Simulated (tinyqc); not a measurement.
Worked calculation: Hartree-Fock atom on a uniform radial grid, spin-unpolarised, for He. Computed by tinyqc, a small Python program that keeps every step. Settings: Z = 2, points = 256, R = 13.6, functional = hf2, mixing = 0.2, iteration cap = 62. Command: `OMP_NUM_THREADS=1 python tinyqc.py 22583 22584 out.jsonl` (the two numbers bound the seeds that draw the settings). One thread of a shared host (Intel(R) Xeon(R) Processor @ 2.60GHz), about 0.7 s of CPU time with the checks. Later iterations appear only in the table of the cycle.

## Iteration 1

Spherical atom on a uniform radial grid r_j = j h with h = R/(N + 1), h sum u^2 = 1 and integrals as h times sums, u(0) = u(R) = 0 (atomic units):
```
parameter,value
Z,2
points N,256
R,13.600000
h,0.052918
mixing,0.200000
electrons in 1s,2
```

Three-point differences turn -u''/2 + [l(l+1)/2r^2 - Z/r + V] u = e u into a tridiagonal matrix (diagonal 1/h^2 + potential, off-diagonal -1/2h^2). D = sum f u^2; the Hartree potential y/r solves y'' = -D/r with y(0) = 0, y(R) = N_e; for two electrons in one orbital exchange is -V_H/2 (Hartree-Fock); E = sum f e - int D V + int D (V_H/2 + eps_xc); V(new) = V + mixing (V_H + v_xc - V).

eigenvalues (hartree): 1s -1.9944

Every 16th grid point:
```
r,V in,u(1s),D,V_H,v_xc
0.8467,0.0000,0.8811,1.5527,2.1464,-1.0732
1.6934,0.0000,0.3251,0.2114,1.1751,-0.5875
2.5401,0.0000,0.0900,0.0162,0.7872,-0.3936
3.3868,0.0000,0.0221,0.0010,0.5905,-0.2953
4.2335,0.0000,0.0051,5.21e-05,0.4724,-0.2362
5.0802,0.0000,0.0011,2.55e-06,0.3937,-0.1968
5.9268,0.0000,2.43e-04,1.18e-07,0.3374,-0.1687
6.7735,0.0000,5.12e-05,5.25e-09,0.2953,-0.1476
7.6202,0.0000,1.06e-05,2.26e-10,0.2625,-0.1312
8.4669,0.0000,2.18e-06,0,0.2362,-0.1181
9.3136,0.0000,4.42e-07,0,0.2147,-0.1074
10.1603,0.0000,8.90e-08,0,0.1968,-0.0984
11.0070,0.0000,1.78e-08,0,0.1817,-0.0909
11.8537,0.0000,3.53e-09,0,0.1687,-0.0844
12.7004,0.0000,6.77e-10,0,0.1575,-0.0787
13.5471,0.0000,2.53e-11,0,0.1476,-0.0738
```

total energy = -2.740265 hartree

## Iteration 2

As before.

eigenvalues (hartree): 1s -1.7470

Every 16th grid point:
```
r,V in,u(1s),D,V_H,v_xc
0.8467,0.2146,0.8819,1.5554,2.1205,-1.0602
1.6934,0.1175,0.3516,0.2472,1.1732,-0.5866
2.5401,0.0787,0.1065,0.0227,0.7871,-0.3935
3.3868,0.0591,0.0289,0.0017,0.5905,-0.2953
4.2335,0.0472,0.0073,1.08e-04,0.4724,-0.2362
5.0802,0.0394,0.0018,6.47e-06,0.3937,-0.1968
5.9268,0.0337,4.29e-04,3.68e-07,0.3374,-0.1687
6.7735,0.0295,1.00e-04,2.01e-08,0.2953,-0.1476
7.6202,0.0262,2.31e-05,1.06e-09,0.2625,-0.1312
8.4669,0.0236,5.25e-06,5.50e-11,0.2362,-0.1181
9.3136,0.0215,1.18e-06,0,0.2147,-0.1074
10.1603,0.0197,2.64e-07,0,0.1968,-0.0984
11.0070,0.0182,5.86e-08,0,0.1817,-0.0909
11.8537,0.0169,1.29e-08,0,0.1687,-0.0844
12.7004,0.0157,2.73e-09,0,0.1575,-0.0787
13.5471,0.0148,1.08e-10,0,0.1476,-0.0738
```

total energy = -2.781948 hartree

## Convergence

Stop when input and output potentials agree to 1e-7.

Course of the cycle (hartree):
```
iteration,E,e(1s),largest |V(out) - V(in)|
1,-2.740265,-1.9944,1.99e+00
2,-2.781948,-1.7470,1.53e+00
3,-2.808980,-1.5571,1.17e+00
4,-2.826105,-1.4112,8.91e-01
5,-2.836722,-1.2989,6.78e-01
6,-2.843179,-1.2123,5.15e-01
7,-2.847040,-1.1456,3.91e-01
8,-2.849316,-1.0940,2.96e-01
9,-2.850641,-1.0541,2.25e-01
10,-2.851405,-1.0232,1.70e-01
11,-2.851843,-0.9992,1.29e-01
...,...,...,...
52,-2.852415,-0.9144,6.58e-06
53,-2.852415,-0.9144,5.25e-06
54,-2.852415,-0.9144,4.19e-06
55,-2.852415,-0.9144,3.34e-06
56,-2.852415,-0.9144,2.66e-06
57,-2.852415,-0.9144,2.12e-06
58,-2.852415,-0.9144,1.69e-06
59,-2.852415,-0.9144,1.35e-06
60,-2.852415,-0.9144,1.08e-06
61,-2.852415,-0.9144,8.60e-07
62,-2.852415,-0.9144,6.86e-07
```

Not converged within 62 iterations: the residual falls steadily but slowly, by a factor of about 0.80 a step. Reruns (cap 100 unless said): mixing 0.3: converged in 45; mixing 0.6: converged in 18; the original settings with a cap of 400: converged in 71. Even converged, this uniform grid resolves the cusp poorly and misses the energy of the atom.
